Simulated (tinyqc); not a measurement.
Metal-induced gap states at the contact of a metal chain and a two-band chain, step by step. Values are carried at full precision from step to step, so a last printed digit may differ when a step is redone from the rounded ones.

The semiconductor alternates sites A at -Eg/2 and C at +Eg/2 with hopping -t; the gap runs from -Eg/2 to Eg/2. In the gap cosh(q a) = 1 + (Eg^2/4 - E^2)/(2 t^2) and the amplitude changes by -exp(-q a) a period. The metal has site energy 0 and hopping -tm; its end site has g_m = (E - i sqrt(4 tm^2 - E^2))/(2 tm^2). Sites 1, 2, ... count into the semiconductor, with energies e1, e2 alternating. The clean half chain has g1 = 1/(E - e1 - t^2 g2), g2 = 1/(E - e2 - t^2 g1), decaying root. With the contact G11 = 1/(1/g1 - tc^2 g_m), and the density on site j is -Im G_jj/pi = |psi_j/psi_1|^2 (-Im G11/pi), per spin, with psi_2/psi_1 = -t g2, psi_3/psi_2 = -t g1.

Constants: e^2/(4 pi eps0) = 14.39964547 eV angstrom.

Values chosen for the exercise (gap and optical dielectric constant near those of Si; the chain itself is a model; the results hold for these values, not for the real material): Eg = 1.13 eV (gap); t = 2.07 eV (hopping in the semiconductor); a = 3.84 angstrom (period (two sites); one chain for each area a^2); E = 0.38 eV (energy from mid-gap); tm = 2.3 eV (hopping in the metal); tc = 2.27 eV (hopping across the contact); end = A (site that touches the metal); eps = 11.4 (dielectric constant).

## Decay in the gap

Form cosh(q a), l = exp(-q a), q and the decay length 1/(2q) of the density.

cosh(q a) = 1.02040
l = 0.81738
q = 0.05251 1/angstrom
xi, the decay length of the density = 9.521 angstrom

## Green functions

The decaying root is g1 = (1 - l)/(E - e1), g2 = (1 - l)/(E - e2), l = exp(-q a). Form them, g_m and G11.

g1, g2 (1/eV): 0.19325  -0.98713

g_m = 0.03592-0.43330i 1/eV
G11 = 0.16698-0.07472i 1/eV

## Density site by site

D1 = -Im G11/pi, D2 = (t g2)^2 D1, and each further period multiplies by l^2. The sum over all sites is (D1 + D2)/(1 - l^2). The Green functions stand in the order g1, g2.

density on sites 1 to 8 (1/eV): 0.02378  0.09930  0.01589  0.06635  0.01062  0.04433  0.00709  0.02962

Ds, the density per spin summed over the semiconductor = 0.37087 1/eV

The first period holds 33 % of the gap states at this energy.

## Pinning factor

Gap states per area N = 2 Ds/a^2 (two spins). Charge in them sits a distance xi from the metal, so S = 1/(1 + 4 pi e^2 N xi/eps), e^2 meaning e^2/(4 pi eps0); S is the change of the barrier per change of the metal work function.

N = 5.030e+14 1/(eV cm^2)
4 pi e^2 N xi/eps = 7.6025
S = 0.1162

Strong pinning, near the Bardeen limit S = 0.

## Checks

- g1 from the closed form against decimation: both 0.193247.

Program tinyqc; command `OMP_NUM_THREADS=1 python tinyqc.py 1482777 1482778 out.jsonl`; about 0.01 s on one thread of a shared Intel(R) Xeon(R) Processor @ 2.30GHz.
